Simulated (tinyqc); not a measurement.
Inside a calculation. Method: plane-wave Kohn-Sham cycle with exchange-only LDA in a layered model solid. One step of it, computed by the program tinyqc.

Question. Iteration 2: Hamiltonian at one k. H(m,m') = (k + G_m)^2/2 delta + V(G_m - G_m'), with V(-G) = V(G).

A solid whose potential varies along x alone (atomic units):
```
parameter                      value
period a                    5.500000
cross-section of the cell  12.000000
electrons per cell                 2
grid points                       16
plane waves -n..n, n               3
k points                           1
V1 in V1 cos(2 pi x/a)     -0.290000
V2 in V2 cos(4 pi x/a)     -0.300000
```

V(G_m), m = 0, 1, 2, ... (hartree): -0.305432  -0.116863  -0.150876  -0.000487  -0.000024  0.000015  0.000004

k = 0.000000 2 pi / a

Give: H.

Answer.

H (hartree):
```
         -3       -2       -1       +0       +1       +2       +3
-3   5.5674  -0.1169  -0.1509  -0.0005   0.0000   0.0000   0.0000
-2  -0.1169   2.3047  -0.1169  -0.1509  -0.0005   0.0000   0.0000
-1  -0.1509  -0.1169   0.3471  -0.1169  -0.1509  -0.0005   0.0000
+0  -0.0005  -0.1509  -0.1169  -0.3054  -0.1169  -0.1509  -0.0005
+1   0.0000  -0.0005  -0.1509  -0.1169   0.3471  -0.1169  -0.1509
+2   0.0000   0.0000  -0.0005  -0.1509  -0.1169   2.3047  -0.1169
+3   0.0000   0.0000   0.0000  -0.0005  -0.1509  -0.1169   5.5674
```
